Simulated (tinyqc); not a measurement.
What an interlayer buys: scattering of inversion-layer electrons by surface optical phonons of the gate insulator (remote phonon scattering). Computed by tinyqc, a small Python program. Command: `OMP_NUM_THREADS=1 python tinyqc.py 3113508 3113509 out.jsonl sophonon walk`. One thread of a shared host (Intel(R) Xeon(R) Processor @ 2.30GHz), about 0.01 s of CPU time with the checks.

One subband with the Fang-Howard envelope; insulator and channel are half-spaces, the gate is far away, and an interlayer only moves the polar surface away by t (its own modes and its permittivity contrast are left out).

Inputs (values chosen for the exercise, modelled on Al2O3 on germanium):
```
quantity                                   value        unit
static constant of the insulator eps_0s     12.8           -
intermediate constant eps_i                 7.36           -
optical constant eps_inf                    3.15           -
hbar omega_TO1                              47.1         meV
hbar omega_TO2                              72.8         meV
constant of the channel eps_s               16.2           -
in-plane mass m                             0.12         m_0
valleys g_v                                    4           -
sheet density n                          3.6e+12      1/cm^2
mean distance of the electrons z0 = 3/b      1.4          nm
interlayer thickness t                      0.31          nm
temperature T                                400           K
mobility from other processes                860  cm^2/(V s)
```

Screening by the channel electrons: none.

Constants: k_B = 8.617333262e-05 eV/K; hbar^2/(2 m_0) = 3.80998212 eV angstrom^2; e^2/(4 pi eps_0) = 14.39964548 eV angstrom; hbar = 6.582119569e-16 eV s; e = 1.602176634e-19 C; m_0 = 9.1093837015e-31 kg.

Method:
- eps(w) = eps_inf + (eps_0s - eps_i) w1^2/(w1^2 - w^2) + (eps_i - eps_inf) w2^2/(w2^2 - w^2). Surface modes solve eps(w) + eps_s = 0, a quadratic in w^2; the strength of a mode is g = 2/(w d eps/dw).
- Occupation N = 1/(exp(hbar w/(k_B T)) - 1).
- Density of states D = g_v m/(pi hbar^2); eta = E_F/(k_B T) = ln(exp(n/(D k_B T)) - 1); screening wave number q_s = e^2 D/(2 eps_0 eps_avg) x 1/(1 + exp(-eta)), eps_avg = (eps_s + eps_inf)/2; b = 3/z0.
- For a mode of strength g, without the occupation factor, Area x |M(q)|^2 = e^2 hbar w g/(2 eps_0 q) x (b/(b + q))^6 exp(-2 q t).
- Approximate momentum relaxation rate, taking tau v alike in the initial and final states: 1/tau = (m/(2 pi hbar^3)) sum over modes and over absorption (N, E' = E + hbar w) and emission (N + 1, E' = E - hbar w > 0) of [(1 - f(E'))/(1 - f(E))] int_0^(2 pi) Area |M(q)|^2 (1 - cos theta) d theta, q^2 = k^2 + k'^2 - 2 k k' cos theta, f the Fermi function; 48 midpoints in theta from 0 to pi.
- mu = (e/m) int tau E f (1 - f) dE/(k_B T int f dE), by 300 midpoints from 0 to (max(eta, 0) + 14) k_B T; Matthiessen sum with the other processes.

hbar omega_SO (meV): 1 51.5057, 2 81.4996

strengths g: 1 0.0056154, 2 0.0115814

occupations N: 1 0.289353, 2 0.103759

b = 2.14286 1/nm

q_s = 0.761277 1/nm

eta = -0.380535

Against the interlayer thickness:
```
t (nm)  remote-phonon mobility (cm^2/(V s))  total (cm^2/(V s))
0.0                              6.3068e+03              756.80
0.3                              9.3683e+03              787.69
0.6                              1.3700e+04              809.20
1.0                              2.2162e+04              827.87
1.5                              3.8801e+04              841.35
2.0                              6.5119e+04              848.79
3.0                              1.6490e+05              855.54
```

What follows from these numbers?

1 nm of interlayer raises the remote-phonon mobility by a factor 3.51, as exp(2 q t) with an effective q of 0.63 per nm; between 2 and 3 nm the effective q is 0.46. The total goes from 757 to 828 over the first nanometre.

Extremes, crossings and ranges named in words are read from the listed rows.
